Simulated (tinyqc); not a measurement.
Competing polymorphs of an oxide film: bulk, surface, grain-boundary, dopant and field terms: one step, computed by the program tinyqc.

Phases: monoclinic m (reference), polar orthorhombic o, tetragonal t. Free energies per formula unit (f.u.); 1 J/m^2 x angstrom^3/nm = 6.241509 meV.

Task: Free energies of the grain. Area per volume: A = 2/h + f_b/R (two free faces; the side wall 2/R is shared by two grains and carries f_b gamma); G = b + gamma Omega A.

Inputs (values chosen for the exercise, for a model oxide):
```
quantity                                   value        unit
surface energy of m                         2.74       J/m^2
surface energy of o                         1.96       J/m^2
surface energy of t                         1.84       J/m^2
grain-boundary energy over surface energy   0.55           -
volume per formula unit Omega               34.5  angstrom^3
film thickness h                             6.6          nm
grain radius R                                22          nm
temperature T                                300           K
```

Geometry: columnar grains in a film.

b (meV/f.u.): m 0.00, o 50.69, t 70.30

Give: area per volume A; G less G(m); G(o) - G(m); G(t) - G(o).

Result:

area per volume A = 0.3280 1/nm

G less G(m) (meV/f.u.): m 0.000, o -4.406, t 6.728

G(o) - G(m) = -4.406 meV/f.u.

G(t) - G(o) = 11.13 meV/f.u.

The lowest phase is o, by 4.4 meV/f.u. over m, whereas the bulk terms alone favour m. Caution: this is an equilibrium ranking; real films often keep the phase that nucleates first on cooling from t.
